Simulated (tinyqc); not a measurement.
# Tunnelling through a gate dielectric with the two-band (Franz) dispersion, WKB transmission and Tsu-Esaki current: effect of the tunnelling mass m1

Electrons leave the emitter at x = 0. Energies E (motion across the layers) are in eV from the emitter Fermi level; the collector Fermi level lies at -V and offers states at every E. No charge in the dielectric and no image force: F1 = V/t1, U = phi1 - F1 x. With C = hbar^2/(2 m0), kappa = sqrt(m u (1 - u/Egx)/C), u = U - E where U > E and 0 elsewhere; T(E) = exp(-S), S = 2 times the integral of kappa over x.

Each layer adds (2/F) sqrt(m/C) [G(u at its left edge) - G(u at its right edge)] to S, with u = U - E (0 where negative) and G(u) = Egx^1.5 (th - sin(4 th)/4)/4, th = arcsin sqrt(u/Egx). J = J0 times the integral of T(E) N(E) dE, N = ln[(1 + exp(-E/Vt))/(1 + exp((-E - V)/Vt))], J0 = q^2 me m0 kB T/(2 pi^2 hbar^3) (times 1e-4 for A/cm^2 per eV), from E = -Ef to far above the barrier (T = 1 there), by quadrature converged to the digits shown.

Parameters, values chosen for the exercise; dielectric values close to those of silicon dioxide:
```
symbol  value  unit                                                        meaning
T          77     K                                                    temperature
Ef       0.15    eV              Fermi energy of the emitter above its band bottom
me        0.6    m0                            emitter mass in the supply function
phi1     3.15    eV  barrier of layer 1 above the emitter Fermi level at zero bias
t1        3.4    nm                                           thickness of layer 1
Egx       7.6    eV           gap parameter of the two-band dispersion, set freely
V         0.7     V                                  voltage across the dielectric
```

Constants: q = 1.602176634e-19 C, kB = 1.380649e-23 J/K, hbar = 1.054571817e-34 J s, m0 = 9.1093837015e-31 kg, Vt = kB T/q, hbar^2/(2 m0) = 0.0380998212 eV nm^2. Results are converted to the units shown.

Results:
```
m1 (m0)  S at E = 0   T(E = 0)  J (A/cm^2)  mean E of the current (eV)
0.12          16.02   1.101e-7       10.83                    -0.09792
0.15          17.91   1.661e-8       1.613                    -0.09775
0.2           20.68   1.040e-9     0.09902                    -0.09750
0.25          23.13  9.047e-11    0.008475                    -0.09727
0.4           29.25  1.977e-13    1.776e-5                    -0.09671
0.5           32.71  6.257e-15    5.490e-7                    -0.09639
0.63          36.71  1.139e-16    9.725e-9                    -0.09601
```

Estimate the missing row, m1 = 0.31 m0.

Computed row:
```
m1 (m0)  S at E = 0   T(E = 0)  J (A/cm^2)  mean E of the current (eV)
0.31          25.75  6.547e-12    6.024e-4                    -0.09703
```

With this row back in the table: J falls from 10.8 to 9.73e-9 A/cm^2. S goes as m1^(0.50): kappa is proportional to the square root of the mass.

tinyqc, about 0.02 s, one thread, Intel Xeon 2.30GHz (shared host): `OMP_NUM_THREADS=1 python tinyqc.py 2540127 2540128 out.jsonl`
